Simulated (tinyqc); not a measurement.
Worked calculation: Pariser-Parr-Pople SCF with singles CI, for the molecule C=C1C=CC=CC=C1 (SMILES; centres numbered as the heavy atoms are written). One step of it, computed by the program tinyqc.

Task: PPP integrals. Ohno: gamma = 14.399645/sqrt(R^2 + a^2), a = 2 x 14.399645/(gamma_rr + gamma_ss); H_rr = -W_r - sum_(s != r) z_s gamma_rs; H_rs = beta for bonds.

Centres (angstrom, eV; a flat drawing with bonds scaled to 1.40 angstrom):
```
centre          x          y  core charge z          W   gamma_rr
1C       2.637000   0.000000              1  12.230000  10.100000
2C       1.237000   0.000000              1  12.230000  10.100000
3C       0.629000   1.261000              1  12.230000  10.100000
4C      -0.736000   1.573000              1  12.230000  10.100000
5C      -1.830000   0.700000              1  12.230000  10.100000
6C      -1.830000  -0.700000              1  12.230000  10.100000
7C      -0.736000  -1.573000              1  12.230000  10.100000
8C       0.629000  -1.261000              1  12.230000  10.100000
```

Resonance integrals (eV):
```
i  j       beta
1  2  -2.390000
2  3  -2.390000
3  4  -2.390000
4  5  -2.390000
5  6  -2.390000
6  7  -2.390000
7  8  -2.390000
8  2  -2.390000
```

Give: repulsion gamma_rs; core matrix H.

Result:

repulsion gamma_rs (eV), order 1C, 2C, 3C, 4C, 5C, 6C, 7C, 8C:
$$\begin{pmatrix}
10.1000 & 7.2065 & 5.2046 & 3.6130 & 3.0373 & 3.0373 & 3.6130 & 5.2046 \\
7.2065 & 10.1000 & 7.2066 & 4.9684 & 4.1691 & 4.1691 & 4.9684 & 7.2066 \\
5.2046 & 7.2066 & 10.1000 & 7.2059 & 4.9701 & 4.1699 & 4.1694 & 4.9704 \\
3.6130 & 4.9684 & 7.2059 & 10.1000 & 7.2074 & 4.9695 & 4.1690 & 4.1694 \\
3.0373 & 4.1691 & 4.9701 & 7.2074 & 10.1000 & 7.2065 & 4.9695 & 4.1699 \\
3.0373 & 4.1691 & 4.1699 & 4.9695 & 7.2065 & 10.1000 & 7.2074 & 4.9701 \\
3.6130 & 4.9684 & 4.1694 & 4.1690 & 4.9695 & 7.2074 & 10.1000 & 7.2059 \\
5.2046 & 7.2066 & 4.9704 & 4.1694 & 4.1699 & 4.9701 & 7.2059 & 10.1000
\end{pmatrix}$$

core matrix H (eV), order 1C, 2C, 3C, 4C, 5C, 6C, 7C, 8C:
$$\begin{pmatrix}
-43.1462 & -2.3900 & 0.0000 & 0.0000 & 0.0000 & 0.0000 & 0.0000 & 0.0000 \\
-2.3900 & -52.1249 & -2.3900 & 0.0000 & 0.0000 & 0.0000 & 0.0000 & -2.3900 \\
0.0000 & -2.3900 & -50.1270 & -2.3900 & 0.0000 & 0.0000 & 0.0000 & 0.0000 \\
0.0000 & 0.0000 & -2.3900 & -48.5328 & -2.3900 & 0.0000 & 0.0000 & 0.0000 \\
0.0000 & 0.0000 & 0.0000 & -2.3900 & -47.9598 & -2.3900 & 0.0000 & 0.0000 \\
0.0000 & 0.0000 & 0.0000 & 0.0000 & -2.3900 & -47.9598 & -2.3900 & 0.0000 \\
0.0000 & 0.0000 & 0.0000 & 0.0000 & 0.0000 & -2.3900 & -48.5328 & -2.3900 \\
0.0000 & -2.3900 & 0.0000 & 0.0000 & 0.0000 & 0.0000 & -2.3900 & -50.1270
\end{pmatrix}$$
